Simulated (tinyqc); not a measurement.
Heisenberg magnet: exchange from energy differences, ordering vector, linear spin waves and ordering temperature. Changing the single-ion anisotropy K. Computed by tinyqc, a small Python program. Command: `OMP_NUM_THREADS=1 python tinyqc.py 3018869 3018870 out.jsonl magnon sweep`. One thread of a shared host (Intel(R) Xeon(R) Processor @ 2.30GHz), about 0.2 s of CPU time with the checks.

H = -sum over pairs <ij> J_ij S_i.S_j - K sum_i (S_i^z)^2, each pair once, J > 0 ferromagnetic. First neighbours: 4 at a (1, 0), second: 4 at a (1, 1), with all permutations and signs.

Inputs (values chosen for the exercise, for a model magnet): exchange J1 = -0.558 meV; exchange J2 = 0.038 meV; spin S = 3.5; lattice constant a = 3.2 angstrom; mesh divisions n = 60; temperature T = 35 K.

Lattice: square. Order: Neel (nearest neighbours antiparallel).

Constants: k_B = 8.617333262e-05 eV/K.

Method:
- g_s(q) = sum over shell s of cos(q.R), z1 = g1(0). A(q) = S [-J1 g1(0) + J2 (g2(0) - g2(q))] + (2S - 1) K, B(q) = S J1 g1(q), E(q) = sqrt(A^2 - B^2). The factor 2S - 1 removes the anisotropy for S = 1/2.
- sum R_x^2 over the shells is s1 = 2 a^2 and s2 = 4 a^2. Without K, E = c q with c = S sqrt(z1 |J1| (|J1| s1 + J2 s2)); the gap is E(0) = sqrt(k (k + 2 S z1 |J1|)), k = (2S - 1) K.
- J(q) = J1 g1(q) + J2 g2(q), g_s(q) = sum over shell s of cos(q.R).
- Mesh: q = sum_i (m_i + 1/2)/n b_i, m_i = 0..n-1, b = [[1, 0], [0, 1]] in 2 pi/a; <..> is the mean over the mesh.
- n = 1/(exp(E/(k_B T)) - 1); zero-point loss <A/(2E) - 1/2>, thermal loss <(A/E) n>; moment = S less the losses.

One run for each value:
```
single-ion anisotropy K (meV)  gap (meV)  thermal loss  zero-point loss
0.0011                            0.3212       0.54407          0.16707
0.0023                            0.4645       0.48188          0.16258
0.0048                            0.6714       0.41195          0.15595
0.0100                            0.9701       0.34168          0.14667
0.0210                            1.4087       0.27334          0.13394
0.0430                            2.0242       0.21092          0.11786
0.0900                            2.9544       0.15104          0.09719
0.1900                            4.3716       0.09615          0.07294
```

Over the rows, gap (meV) rises from 0.321 to 4.37 (exponent d ln y / d ln x about 0.51 throughout); thermal loss falls from 0.544 to 0.0961 (exponent d ln y / d ln x -0.16 between the first rows and -0.60 between the last); zero-point loss falls from 0.167 to 0.0729 (exponent d ln y / d ln x -0.037 between the first rows and -0.38 between the last). The exponent of gap stays between 0.50 and 0.52, near 0.50: the gap of an antiferromagnet is the root of anisotropy times exchange.

Caution (rows 0.00110): with so many magnons their interaction matters and linear theory fails.

Extremes, crossings and ranges named in words are read from the listed rows.
